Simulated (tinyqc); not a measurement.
# Junctionless gate-all-around wire, depletion approximation, step by step

tinyqc, about 0.01 s, one thread, Intel Xeon 2.30GHz (shared host): `OMP_NUM_THREADS=1 python tinyqc.py 2460034 2460035 out.jsonl` Printed values are rounded.

A uniformly doped n-type wire of radius R under a surrounding gate; long channel. Below flat band a shell from radius rc to R is fully depleted and the neutral core, at channel potential V (0 at the source, Vd at the drain), carries the current with constant mobility; s = (rc/R)^2 is the share of the cross-section that conducts. The edge of the depleted shell is taken as abrupt, so there is no subthreshold current.

Inputs (values chosen for the exercise); material values close to those of silicon: relative permittivity of the semiconductor eps_r = 11.8; relative permittivity of the gate insulator eox = 9; insulator thickness tox = 6.1 nm; wire radius R = 8 nm; donor density Nd = 5.6e18 cm^-3; flat-band voltage Vfb = 0.49 V; effective mobility in the wire mu = 67 cm^2/(V s); gate length L = 0.5 um; gate voltage Vg = 0.22 V; drain voltage Vd = 0.2 V.

Constants: q = 1.602176634e-19 C, eps0 = 8.8541878128e-14 F/cm where lengths are in cm. Results are converted to the units shown.

Range of the model: The core is thin, so the Debye tails of the electrons, left out here, matter.

## Voltages that deplete the wire

Cox = eps0 eox/(R ln(1 + tox/R)); A = q Nd R^2/(4 eps0 eps_r); B = q Nd R/(2 Cox); VT = Vfb - A - B.

Cox = 1.75761 uF/cm^2
A = 0.137400 V
B = 0.204191 V
VT = 0.148409 V

Of the 0.342 V needed, 59.8 % drops over the insulator. The device is normally off.

## Iteration 1: conducting share at the source by Newton steps

s at the start = 0.5

With V = 0: f = A (1 - s + s ln s) + B (1 - s) - (Vfb - Vg); f' = A ln s - B; s(new) = s - f/f'.

f = -0.146824 V
f' = -0.299429 V
s after iteration 1 = 0.00965437

## Iteration 2: conducting share at the source by Newton steps

As before.

f = 0.0621376 V
f' = -0.841775 V
s after iteration 2 = 0.0834717

## Course of the iteration: conducting share at the source by Newton steps

Stop when s changes by less than 1e-11, or after 30 iterations. s must stay positive.

Course of the iteration:

| iteration | s | \|change\| |
|---|---|---|
| 1 | 0.00965437 | 0.490 |
| 2 | 0.0834717 | 0.0738 |
| 3 | 0.110237 | 0.0268 |
| 4 | 0.111292 | 1.06e-3 |
| 5 | 0.111293 | 1.37e-6 |
| 6 | 0.111293 | 2.28e-12 |

Converged in 6 iterations. At the end the number of correct digits about doubles with each step.

## Core radius, conductance and current

s0 = 0.111293
sL = 0

s solves Vfb - Vg + V = A (1 - s + s ln s) + B (1 - s), and s = 0 where the left side exceeds A + B. I = (q mu Nd pi R^2/L)[g(s0) - g(sL)], g = A (s^2/4 - (s^2/2) ln s) + B s^2/2, with s0 at V = 0 and sL at V = Vd. rc = R sqrt(s0); the small-signal conductance at Vd = 0 is q mu Nd pi R^2 s0/L.

rc at the source = 2.66885 nm
conductance = 0.269030 uS
I = 0.00860158 uA

The drain end is pinched off, so the current is saturated.
